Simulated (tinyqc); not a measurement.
Which input was changed? Model: speciation in dilute and buffered hydrofluoric acid, oxide etch rate and bath loading. Computed by tinyqc, a small Python program. Command: `OMP_NUM_THREADS=1 python tinyqc.py 3120390 3120391 out.jsonl hfetch which`. One thread of a shared host (Intel(R) Xeon(R) Processor @ 2.30GHz), about 0.03 s of CPU time with the checks.

Concentrations stand for activities, NH4+ and Cl- are spectators, and water ionisation is neglected. H, F and HF2 denote the ions H+, F- and HF2-. The base temperature is 298 K.

Inputs (values chosen for the exercise, of the order of those for thermal oxide at room temperature):
```
quantity,value,unit
HF added,0.34,mol/L
NH4F added,0.18,mol/L
HCl added,0,mol/L
K1 = [H][F]/[HF],0.000732,mol/L
K2 = [HF2]/([HF][F]),3.62,L/mol
K3 = [H2F2]/[HF]^2,2.67,L/mol
rate constant of neutral HF k_a,14,nm L/(min mol)
rate constant of HF2 k_b,69,nm L/(min mol)
activation energy,0.36,eV
temperature error,1.7,K
oxide removed per wafer,86,nm
```

Constants: k_B = 8.617333262e-05 eV/K.

Method:
- Fluoride balance: [HF] + [F] + 2 [HF2] + 2 [H2F2] = HF added + NH4F added. Acid balance: [H] + [HF] + [HF2] + 2 [H2F2] = HF added + HCl added. For a trial [H], [HF] = [H][F]/K1, and the fluoride balance is a quadratic in [F].
- The root is refined to 1e-13 in pH = -log10 [H].
- Rate = k_a ([HF] + 2 [H2F2]) + k_b [HF2], an empirical two-term form.
- Time = oxide/rate; a temperature error changes the rate by exp((E_a/k_B)(1/298 - 1/(298 + error))) - 1.

Problem. One of these inputs alone was changed, within the range given: HF added (0.17 to 0.68); NH4F added (0.09 to 0.36); K2 = [HF2]/([HF][F]) (1.81 to 7.24); K3 = [H2F2]/[HF]^2 (1.335 to 5.34). Which one, and to what value?

Results:
```
run,etch rate (nm/min),share of HF2 in the rate (%),pH
before,8.276278,53.50284,3.021550
after,7.037275,56.51272,3.114235
```

Solution.

Each candidate set to reproduce etch rate, and what it then gives:
```
candidate,range searched,value needed,share of HF2 in the rate (%),pH
HF added (mol/L),0.17 to 0.68,0.2770,56.513,3.1142
NH4F added (mol/L),0.09 to 0.36,0.1124,41.002,2.7902
K2 = [HF2]/([HF][F]) (L/mol),1.81 to 7.24,1.865,40.808,3.0742
K3 = [H2F2]/[HF]^2 (L/mol),1.335 to 5.34,out of reach,-,-
```

Only HF added fits every result: it went from 0.34 to 0.277 mol/L. The next best candidate, NH4F added, misses one result by 27 %.
